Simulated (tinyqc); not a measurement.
## Area and perimeter leakage from two diodes

Problem. A square diode and a finger diode leak I = JA area + JP perimeter. Find JA, JP and the side of the square at which both parts are equal.

areas (um^2): 90000  44000
perimeters (um): 1200  17820
leakage currents (pA): 6  21.89

Answer. Two linear equations give JA and JP; for a square of side a, JA a^2 = 4 JP a at a = 4 JP/JA.

JA = 5.20e-9 A/cm^2
JP = 1.10e-11 A/cm
side for equal parts = 84.6 um

Numbers from tinyqc (`OMP_NUM_THREADS=1 python tinyqc.py 2290005 2290006 out.jsonl`; about 0.01 s on one thread of a shared Intel Xeon 2.30GHz).
